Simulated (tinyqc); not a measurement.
Resistance of a tapered via with liner, size effect and interface: one step of the calculation.

A round via whose diameter grows from db at the bottom as D(z) = db + 2 z/tan(ang). The fill, of diameter D - 2 tl, starts above the bottom liner (thickness fb tl) and has rho = rho0 (1 + ks lam/(D - 2 tl)); the sidewall liner conducts in parallel with it. The bottom liner and the interface are crossed over the full area pi db^2/4. Spreading in the lines above and below is left out.

Task. Slices of the via. Slices between z0 = fb tl and hv, evaluated at their midpoints: conductance per length pi/4 [(D - 2 tl)^2/rho + (D^2 - (D - 2 tl)^2)/rl], slice resistance = slice height over that. 8 slices.

Values chosen for this exercise; fill metal close to molybdenum: diameter at the bottom db = 11 nm; height hv = 19 nm; sidewall angle ang = 87 degrees; bulk resistivity of the fill rho0 = 5.14 uohm cm; mean free path of the fill lam = 11.3 nm; size-effect factor ks = 1.4; liner on the sidewall tl = 0.1 nm; liner at the bottom over that on the sidewall fb = 0.7; resistivity of the liner rl = 270 uohm cm.

Wanted: z; D; rho; slice resistance.

Result.

| slice | z (nm) | D (nm) | rho (uohm cm) | slice resistance (ohm) |
|---|---|---|---|---|
| 0 | 1.253 | 11.13 | 12.58 | 3.166 |
| 1 | 3.619 | 11.38 | 12.41 | 2.988 |
| 2 | 5.986 | 11.63 | 12.26 | 2.823 |
| 3 | 8.352 | 11.88 | 12.10 | 2.671 |
| 4 | 10.72 | 12.12 | 11.96 | 2.531 |
| 5 | 13.08 | 12.37 | 11.82 | 2.401 |
| 6 | 15.45 | 12.62 | 11.69 | 2.280 |
| 7 | 17.82 | 12.87 | 11.56 | 2.167 |

Numbers from tinyqc (`OMP_NUM_THREADS=1 python tinyqc.py 2750089 2750090 out.jsonl`; about 0.01 s on one thread of a shared Intel Xeon 2.30GHz).
